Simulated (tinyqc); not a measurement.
Inside a calculation. Model: mobility of a non-polar semiconductor in the relaxation-time approximation. Computed by tinyqc, a small Python program that keeps every step. Command: `OMP_NUM_THREADS=1 python tinyqc.py 3000396 3000397 out.jsonl rta walk`. One thread of a shared host (Intel(R) Xeon(R) Processor @ 2.30GHz), about 0.01 s of CPU time with the checks. Intermediate numbers are printed to about 6 digits and carried at full precision; extremes and crossings named in words are read from the listed rows.

Each valley is treated as a sphere of mass m_d for states and rates, with one isotropic relaxation time; the conductivity mass m_c sets the current.

Inputs (values chosen for the exercise, modelled on electrons in diamond):
```
quantity                                            value       unit
longitudinal mass m_l                                1.46        m_0
transverse mass m_t                                 0.281        m_0
equivalent valleys Z                                    6          -
non-parabolicity alpha                                0.2       1/eV
static permittivity eps_s                             5.7          -
density rho                                          3515     kg/m^3
sound velocity v_l                                  18000        m/s
acoustic deformation potential D_A                    8.9         eV
phonon energy hbar w                                  140        meV
optical or intervalley deformation potential D_o      7.1  1e8 eV/cm
final valleys Z_f                                       5          -
carrier density n                                 4.2e+17     1/cm^3
compensation ratio C                                    0          -
temperature T                                         300          K
```

Band: Kane. Impurity formula: Brooks-Herring. Further scattering: none.

Constants: k_B = 8.617333262e-05 eV/K; m_0 = 9.1093837015e-31 kg; e = 1.602176634e-19 C; hbar = 1.054571817e-34 J s; eps_0 = 8.8541878128e-12 F/m; k_B = 1.380649e-23 J/K; hbar = 6.582119569e-16 eV s.

## Masses

m_d = (m_l m_t^2)^(1/3); 1/m_c = (1/m_l + 2/m_t)/3; Hall mass factor A = 3 K_m (K_m + 2)/(2 K_m + 1)^2, K_m = m_l/m_t; N_I = n (1 + C)/(1 - C).

density-of-states mass m_d = 0.486693 m_0

conductivity mass m_c = 0.384499 m_0

Hall mass factor A = 0.864339

ionised impurity density N_I = 4.20e+17 1/cm^3

## Fermi level and screening

Kane band: hbar^2 k^2/(2 m) = E (1 + alpha E), speed v = hbar k/(m (1 + 2 alpha E)), states per spin, volume and energy g(E) = m k (1 + 2 alpha E)/(2 pi^2 hbar^2); overlap factors are set to 1. Here m = m_d. Masses are multiplied by m_0 and all formulas are in SI units. The reduced Fermi level eta = E_F/(k_B T) solves n = 2 Z int g f dE with f = 1/(1 + exp(x - eta)) (Z = 1 unless valleys are given); screening length L_s = sqrt(eps_s eps_0 k_B T/(e^2 dn/deta)), dn/deta = 2 Z int g f (1 - f) dE. Integrals over x = E/(k_B T) use 160 Gauss-Legendre points in u = sqrt(x) from 0 to sqrt(max(eta, 0) + 32).

reduced Fermi level eta = -4.81818

screening length L_s = 4.40951 nm

The gas is non-degenerate (eta < -2), and L_s is close to the Debye length.

## Rates at a few energies

Phonon occupation N_q = 1/(exp(hbar w/(k_B T)) - 1). Acoustic deformation potential (elastic, equipartition, absorption and emission together): 1/tau = 2 pi k_B T D_A^2 g(E)/(hbar rho v_l^2). Optical or intervalley deformation potential: 1/tau = (pi Z_f D_o^2/(rho w)) [N_q g(E + hbar w) + (N_q + 1) g(E - hbar w)], with g = 0 below the band edge. Each optical term is multiplied by (1 - f(E'))/(1 - f(E)), E' the final energy, for Pauli blocking. Singly charged impurities, momentum relaxation: 1/tau = N_I e^4 m (1 + 2 alpha E) Phi/(8 pi (eps_s eps_0)^2 hbar^3 k^3), with alpha = 0 for a parabolic band. Brooks-Herring: Phi = ln(1 + b) - b/(1 + b), b = 4 k^2 L_s^2.

Rates (1e12/s) at E = (max(eta, 0) + 0.5, 1, 2, 4) k_B T:
```
E (meV)  acoustic    optical  ionised impurity
12.926    0.36391  0.0371124           41.5135
25.852    0.51797  0.0388117           20.0844
51.704    0.74191  0.0421583            9.1412
103.408   1.07595  0.0486117            3.9913
```

## Mobility for each process alone

mu = (m_d/m_c) (2 Z e/(3 n k_B T)) int g v^2 tau f (1 - f) dE. Averages over x are split at the emission threshold x_0 = hbar w/(k_B T): 64 Gauss-Legendre points in sqrt(x) below it and 128 in sqrt(x - x_0) above it, up to x = max(eta, 0) + 32.

acoustic mobility = 6396.02 cm^2/(V s)

optical mobility = 99105.3 cm^2/(V s)

ionised impurity mobility = 668.980 cm^2/(V s)

## All processes together

Rates are added at each energy before the average. With <y> = int g v^2 y f (1 - f) dE: Hall factor r_H = A (3 n k_B T/(2 Z m_d)) <tau^2/(1 + 2 alpha E)>/<tau>^2 (alpha = 0 for a parabolic band); Hall mobility r_H mu; |S| = (k_B/e) (<x tau>/<tau> - eta); resistivity 1/(n e mu).

drift mobility mu = 506.513 cm^2/(V s)

Hall factor r_H = 1.08023

Hall mobility = 547.150 cm^2/(V s)

Seebeck coefficient |S| = 687.319 microvolt/K

resistivity = 0.0293393 ohm cm

Taking r_H = 1 in a Hall measurement would give a density 0.926 times the true one. Caution: n is taken as given; at low temperature (in diamond even at 300 K) real dopants can freeze out, which changes n and N_I.

## Matthiessen's rule against the full average

Matthiessen's rule adds 1/mu of the separate processes.

Separate mobilities:
```
process           mu (cm^2/(V s))  share of the sum of 1/mu (%)
acoustic                   6396.0                        9.4114
optical                   99105.3                        0.6074
ionised impurity            669.0                       89.9812
```

mobility by Matthiessen's rule = 601.956 cm^2/(V s)

excess of Matthiessen's rule over the full mu = 18.8431 %

The rule gives 602.0 against the full 506.5, 18.8 % too high; it can only overestimate, since each separate average is carried by the energies where that process is weak. The largest shares are ionised impurity (90 %) and acoustic (9 %).

Checks made by the program: the sum rule (2 Z/(3 k_B T)) int g v^2 (1 + 2 alpha E) f (1 - f) dE = n/m_d (relative difference below 1e-10).
